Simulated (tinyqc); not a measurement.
The network against temperature: hopping conduction between localised states. Computed by tinyqc, a small Python program. Command: `OMP_NUM_THREADS=1 python tinyqc.py 3014418 3014419 out.jsonl hop walk`. One thread of a shared host (Intel(R) Xeon(R) Processor @ 2.30GHz), about 0.01 s of CPU time with the checks.

Energies are counted from the Fermi level. A small network shows the mechanism; the laws of an infinite system follow.

Inputs (values chosen for the exercise, for a model impurity band): localisation length xi = 1.1 nm; temperature T = 42 K.

Dimension: 3D.

sites of the small network (nm, nm, meV):
```
      x     y  energy
1     0   3.6    0.26
2  2.21  3.04   -4.76
3  3.06  3.27    3.17
4  5.59  2.99    7.19
5  6.77  3.24   -3.03
6  9.08  0.31   -1.39
7    10   0.5   -6.91
8    12  3.05   -0.49
```

Constants: k_B = 8.617333262e-05 eV/K.

Method:
- Miller-Abrahams exponent s_ij = 2 r_ij/xi + (|E_i| + |E_j| + |E_i - E_j|)/(2 k_B T); G_ij = G_0 exp(-s_ij).
- Site 1 is held at potential 1 and site 8 at 0; Kirchhoff's law sum_j G_ij (u_i - u_j) = 0 fixes the others; G = sum_j G_1j (1 - u_j).
- Critical exponent s_c: the smallest value such that bonds with s_ij <= s_c connect site 1 with site 8.
- The last column is the length of the critical bond.

Network:
```
T (K)  -ln(G/G_0)     s_c  critical hop (nm)
13         11.328  11.316             1.2062
19          9.725   9.019             2.5454
29          8.711   7.996             3.7311
42          8.148   7.665             4.0042
63          7.717   7.342             3.7311
100         7.382   7.135             3.7311
210         7.067   6.951             3.7311
630         6.868   6.840             3.7311
```

What follows from these numbers?

-ln(G/G_0) follows s_c within 0.8. The critical hop is 1.21 nm long at the lowest T and 3.73 nm at the highest: in this small sample the range does not grow on cooling.

Extremes, crossings and ranges named in words are read from the listed rows.
